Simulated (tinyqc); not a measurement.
# Chip with leakage that grows with temperature, electro-thermal loop and runaway, step by step

tinyqc, about 0.01 s, one thread, Intel Xeon 2.30GHz (shared host): `OMP_NUM_THREADS=1 python tinyqc.py 2520017 2520018 out.jsonl` Printed values are rounded.

One temperature T for the device, T = T0 + Rth P(T), with P(T) = Pd + Pl (T/300 K)^2 exp[(q Ea/kB)(1/(300 K) - 1/T)]. The loop gain is Rth dP/dT; a solution is thermally stable when it is below one.

Inputs (values chosen for the exercise): ambient temperature T0 = 300 K; temperature-independent switching power Pd = 7.3 W; leakage power at 300 K Pl = 0.198 W; activation energy of the leakage Ea = 0.41 eV; thermal resistance Rth = 4.5 K/W.

Constants: q = 1.602176634e-19 C, kB = 1.380649e-23 J/K. Results are converted to the units shown.

## Iteration 1: temperature by Newton steps

T at the start = 300 K

P(T) = Pd + Pl (T/300 K)^2 exp[(q Ea/kB)(1/(300 K) - 1/T)]; P'(T) = (P - Pd)(2/T + q Ea/(kB T^2)); G = Rth P'; T(new) = T + (T0 + Rth P - T)/(1 - G).

P = 7.498 W
G = 0.05304274
T after iteration 1 = 335.6310 K

## Iteration 2: temperature by Newton steps

As before.

P = 8.634604 W
G = 0.2894476
T after iteration 2 = 340.1693 K

## Course of the iteration: temperature by Newton steps

Stop when T changes by less than 1e-6 K, or after 200 iterations.

Course of the iteration:

| iteration | T (K) | \|change\| (K) |
|---|---|---|
| 1 | 335.6310 | 35.6 |
| 2 | 340.1693 | 4.54 |
| 3 | 340.3760 | 0.207 |
| 4 | 340.3765 | 4.81e-4 |
| 5 | 340.3765 | 2.62e-9 |

Converged in 5 iterations. At the end the number of correct digits about doubles with each step.

## Loop gain and effective thermal resistance

converged T = 340.3765 K

P(T) = Pd + Pl (T/300 K)^2 exp[(q Ea/kB)(1/(300 K) - 1/T)]; P'(T) = (P - Pd)(2/T + q Ea/(kB T^2)); G = Rth P'. A small change of T0 changes T by 1/(1 - G) times as much.

P = 8.972561 W
G = 0.3533156
dT/dT0 = 1.546349

The feedback is positive: heating raises the power. A second, unstable solution lies at 388.8 K; above it the temperature runs away.
